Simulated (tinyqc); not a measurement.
From results back to parameters: Gamma, L and X subbands of a thin body with non-parabolic valleys. Three cases, with inputs chosen for the exercise.

Problem. Hard walls; each subband edge rises by e with e (1 + a e) = c (pi/t)^2/m_z, c = hbar^2/2m0. The thickness at which the Gamma and L edges cross was computed from a hidden bulk separation EL.

Constants: hbar^2/2m0 = 3.80998211 eV angstrom^2.

Find: rise of Gamma; rise of L; EL.

Method. At the crossing the rise of Gamma equals EL plus the rise of L.

Case 1.

Values chosen (near those of a thin GaAs channel; the results hold for these values, not for the real material): mG = 0.0663 m0 (Gamma mass); aG = 0.57 1/eV (Gamma non-parabolicity); mzL = 0.1146 m0 (confinement mass of the lowest L group); aS = 0.43 1/eV (non-parabolicity of L and X).

crossing thickness = 19.744 angstrom

Solution.

rise of Gamma = 0.945 eV
rise of L = 0.656 eV
EL = 0.289 eV

Case 2.

Values chosen (near those of a thin GaAs channel; the results hold for these values, not for the real material): mG = 0.0674 m0 (Gamma mass); aG = 0.57 1/eV (Gamma non-parabolicity); mzL = 0.1131 m0 (confinement mass of the lowest L group); aS = 0.36 1/eV (non-parabolicity of L and X).

crossing thickness = 16.505 angstrom

Solution.

rise of Gamma = 1.211 eV
rise of L = 0.917 eV
EL = 0.294 eV

Case 3.

Values chosen (near those of a thin GaSb channel; the results hold for these values, not for the real material): mG = 0.0394 m0 (Gamma mass); aG = 1.12 1/eV (Gamma non-parabolicity); mzL = 0.2521 m0 (confinement mass of the lowest L group); aS = 0.35 1/eV (non-parabolicity of L and X).

crossing thickness = 105.021 angstrom

Solution.

rise of Gamma = 0.079 eV
rise of L = 0.013 eV
EL = 0.066 eV

Computed by tinyqc, one run a case: `OMP_NUM_THREADS=1 python tinyqc.py N N+1 out.jsonl` with N = 1280498, 1280528, 1280544; one thread of a shared Intel(R) Xeon(R) Processor @ 2.30GHz, about 0.1 s a run at most.
